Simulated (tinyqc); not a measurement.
# Quantum point contact as a saddle point with Zeeman splitting: spin splitting of the first step

Potential V0 - m wx^2 x^2/2 + m wy^2 y^2/2; energies are counted from V0. Mode n = 0, 1, ... transmits T_n(E) = 1/(1 + exp(-2 pi (E - E_n)/wx)), E_n = wy (n + 1/2) +/- Ez/2 for the two spins, Ez = gs muB B, muB = q hbar/(2 m0); each spin carries q^2/h.

g(T) = int g(E) (-df/dE) dE = int g(mu + x kB T) dx/(4 cosh^2(x/2)), g(E) the zero-temperature value at E, g = G/(2 q^2/h).

Parameters, values chosen for the exercise:
- T = 0.3 K (temperature)
- wy = 3.4 meV (transverse quantum hbar wy)
- wx = 2.8 meV (curvature of the barrier hbar wx)
- gs = 4.1 (size of the g factor)

Constants: q = 1.602176634e-19 C, kB = 1.380649e-23 J/K, hbar = 1.054571817e-34 J s, m0 = 9.1093837015e-31 kg, Vt = kB T/q. Results are converted to the units shown.

Result of one run:

| Ez (meV) | g at mu = wy/2 | dg/dmu there (1/meV) |
|---|---|---|
| 1.305 | 0.5011 | 0.3449 |

Which in-plane magnetic field B gave this result: 1.8, 5.5, 7.4 or 12.9 T?

B = 5.5 T.

The whole series:

| B (T) | Ez (meV) | g at mu = wy/2 | dg/dmu there (1/meV) |
|---|---|---|---|
| 0 | 0 | 0.5005 | 0.5606 |
| 1.8 | 0.4272 | 0.5005 | 0.5300 |
| 3.7 | 0.8781 | 0.5007 | 0.4454 |
| 5.5 | 1.305 | 0.5011 | 0.3449 |
| 7.4 | 1.756 | 0.5018 | 0.2454 |
| 9.2 | 2.183 | 0.5028 | 0.1710 |
| 11.1 | 2.634 | 0.5047 | 0.1163 |
| 12.9 | 3.061 | 0.5075 | 0.08471 |

At the middle of the first riser g stays near 1/2, while the slope falls from 0.561 to 0.0847 1/meV. It is below a fifth of its zero-field value from B = 12.9 T on, where Ez = 3.06 meV exceeds the width of the riser, about 1/slope = 1.78 meV at zero field: a plateau at q^2/h has formed.

Range of the model: Orbital effects of the in-plane field and interactions (such as the 0.7 feature) are left out.

Numbers from tinyqc (`OMP_NUM_THREADS=1 python tinyqc.py 2740041 2740042 out.jsonl`; about 0.02 s on one thread of a shared Intel Xeon 2.30GHz).
